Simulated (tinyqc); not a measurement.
From results back to parameters: five-level k.p model folded onto the conduction band. Four cases, with inputs chosen for the exercise.

Problem. The levels are known; the mass and the g factor at E = Eg are given. Find Ep and Ep2.

Second-order sums for the lowest conduction level at E: 1/m = 1 + Cm + (Ep/3)(2/E + 1/(E + Dso)) - (Ep2/3)(2/(E7 + D2 - E) + 1/(E7 - E)); g/2 = 1 + Cg - (Ep/3)(1/E - 1/(E + Dso)) - (Ep2/3)(1/(E7 - E) - 1/(E7 + D2 - E)). E is counted from the top of the valence band; E = Eg at the edge.

Case 1.

Values chosen (near those of InP; the results hold for these values, not for the real material):
- Eg = 1.427 eV (gap at Gamma to the s-like level)
- Dso = 0.108 eV (spin-orbit splitting)
- E7 = 4.6 eV (upper Gamma7 conduction level, from the valence top)
- D2 = 0.08 eV (its spin-orbit splitting, Gamma8 above Gamma7)
- Cm = -0.6 (remote term in 1/m)
- Cg = 0 (remote term in g/2)

m = 0.07771680 m0
g = 1.286851

Case 2.

Values chosen (near those of InAs; the results hold for these values, not for the real material):
- Eg = 0.393 eV (gap at Gamma to the s-like level)
- Dso = 0.376 eV (spin-orbit splitting)
- E7 = 4.32 eV (upper Gamma7 conduction level, from the valence top)
- D2 = 0.17 eV (its spin-orbit splitting, Gamma8 above Gamma7)
- Cm = -2 (remote term in 1/m)
- Cg = 0 (remote term in g/2)

m = 0.02434776 m0
g = -14.870457

Case 3.

Values chosen (near those of InAs; the results hold for these values, not for the real material):
- Eg = 0.408 eV (gap at Gamma to the s-like level)
- Dso = 0.395 eV (spin-orbit splitting)
- E7 = 4.52 eV (upper Gamma7 conduction level, from the valence top)
- D2 = 0.16 eV (its spin-orbit splitting, Gamma8 above Gamma7)
- Cm = 0 (remote term in 1/m)
- Cg = -0.02 (remote term in g/2)

m = 0.02330102 m0
g = -14.947645

Case 4.

Values chosen (near those of CdTe; the results hold for these values, not for the real material):
- Eg = 1.57 eV (gap at Gamma to the s-like level)
- Dso = 0.886 eV (spin-orbit splitting)
- E7 = 5.28 eV (upper Gamma7 conduction level, from the valence top)
- D2 = 0.32 eV (its spin-orbit splitting, Gamma8 above Gamma7)
- Cm = -1.1 (remote term in 1/m)
- Cg = 0 (remote term in g/2)

m = 0.09928908 m0
g = -0.973958

Find: coefficients of (Ep, Ep2); right-hand sides 1/m - 1 - Cm and 1 + Cg - g/2; Ep, Ep2.

Solution. Both sums are linear in Ep and Ep2, so two equations fix them.

Case 1.

coefficients of (Ep, Ep2) (1/eV):
```
         1         2
1  0.68434  -0.30999
2  0.01644   0.00258
```

right-hand sides 1/m - 1 - Cm and 1 + Cg - g/2: 12.4672  0.3566

Ep, Ep2 (eV): 20.80  5.70

Case 2.

coefficients of (Ep, Ep2) (1/eV):
```
         1         2
1  2.12982  -0.24760
2  0.41471   0.00352
```

right-hand sides 1/m - 1 - Cm and 1 + Cg - g/2: 42.0715  8.4352

Ep, Ep2 (eV): 20.30  4.70

Case 3.

coefficients of (Ep, Ep2) (1/eV):
```
         1         2
1  2.04910  -0.23712
2  0.40188   0.00304
```

right-hand sides 1/m - 1 - Cm and 1 + Cg - g/2: 41.9166  8.4538

Ep, Ep2 (eV): 21.00  4.70

Case 4.

coefficients of (Ep, Ep2) (1/eV):
```
         1         2
1  0.56035  -0.25527
2  0.07659   0.00713
```

right-hand sides 1/m - 1 - Cm and 1 + Cg - g/2: 10.1716  1.4870

Ep, Ep2 (eV): 19.20  2.30

Computed by tinyqc, one run a case: `OMP_NUM_THREADS=1 python tinyqc.py N N+1 out.jsonl` with N = 1080098, 1080107, 1080138, 1080190; one thread of a shared Intel(R) Xeon(R) Processor @ 2.30GHz, about 0.01 s a run at most.
